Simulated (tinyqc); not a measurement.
Gain against bias and Miller's formula: avalanche multiplication and breakdown of a junction from ionisation integrals. Computed by tinyqc, a small Python program. Command: `OMP_NUM_THREADS=1 python tinyqc.py 3009288 3009289 out.jsonl impact walk`. One thread of a shared host (Intel(R) Xeon(R) Processor @ 2.30GHz), about 0.01 s of CPU time with the checks.

Ionisation coefficients follow the local field. Position x runs through the depletion layer from the p side (x = 0), where electrons enter, to the n side (x = w), where holes enter. The built-in voltage is neglected.

Inputs (values chosen for the exercise, modelled on silicon): electron prefactor a_n = 698000 1/cm; electron field b_n = 1.25e+06 V/cm; hole prefactor a_p = 1.42e+06 1/cm; hole field b_p = 2.05e+06 V/cm; exponent c = 1; permittivity eps = 11.7; doping N of the lightly doped side = 1.1e+15 1/cm^3; layer width W = 2.4 micrometre.

Junction: punch-through p+ n- n+.

Constants: e = 1.602176634e-19 C; eps_0 = 8.8541878128e-12 F/m.

Method:
- alpha_n = a_n exp(-(b_n/F)^c), alpha_p = a_p exp(-(b_p/F)^c).
- Field F = F_m - e N x/(eps eps_0) over the layer, w = W, V = F_m W - e N W^2/(2 eps eps_0); valid while F > 0 at x = W.
- With Phi(x) = int_0^x (alpha_n - alpha_p) dx': 1 - 1/M_n = I_n = int_0^w alpha_n exp(-Phi) dx and M_p = M_n exp(-Phi(w)); trapezoid rule on 401 even points; breakdown at I_n = 1.
- Solve I_n(F_m) = 1.
- Miller's exponent n is defined by 1 - 1/M = (V/V_B)^n for the larger M.

breakdown voltage = 69.6179 V

critical field F_m = 0.310489 MV/cm

Gain:
```
V/V_B   V (V)  F_m (MV/cm)     M_n     M_p  Miller exponent n
0.50   34.809      0.16545   1.037  1.0004             4.8210
0.60   41.771      0.19446   1.148  1.0036             4.0046
0.70   48.733      0.22347   1.454  1.0200             3.2634
0.80   55.694      0.25247   2.263  1.0890             2.6138
0.90   62.656      0.28148   5.080  1.4188             2.0806
0.95   66.137      0.29599  10.974  2.2018             1.8628
0.98   68.226      0.30469  28.821  4.6629             1.7479
0.99   68.922      0.30759  58.613  8.8033             1.7122
```

What follows from these numbers?

The larger gain passes 2 between 0.700 and 0.800 of V_B and reaches 58.6 at 0.99. Miller's exponent runs from 1.7 to 4.8, so it is not a constant: a fit holds over a narrow range only. From the first row to the last the voltage grows by a factor 1.98 and the peak field by 1.86.

Extremes, crossings and ranges named in words are read from the listed rows.
